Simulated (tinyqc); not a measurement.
# Polarisation charge from two barrier thicknesses

Inverse problem. VT = phiB - dEc - q sigma d/(eps0 eps_r). Find sigma, phiB - dEc and the thickness at which VT = 0.

Values chosen for this exercise:
- eps_r = 9.2 (relative permittivity of barrier and channel)

Constants: q = 1.602176634e-19 C, eps0 = 8.8541878128e-14 F/cm where lengths are in cm. Results are converted to the units shown.

VT for d = 15 and 25 nm (V): [-3.1608951, -5.8161584]

Answer. VT is linear in d.

sigma = 1.350e13 cm^-2
phiB - dEc = 0.8220 V
thickness for VT = 0 = 3.096 nm

Computed by the program tinyqc: `OMP_NUM_THREADS=1 python tinyqc.py 2570142 2570143 out.jsonl`, one thread of a shared Intel Xeon 2.30GHz, about 0.01 s for the whole run.
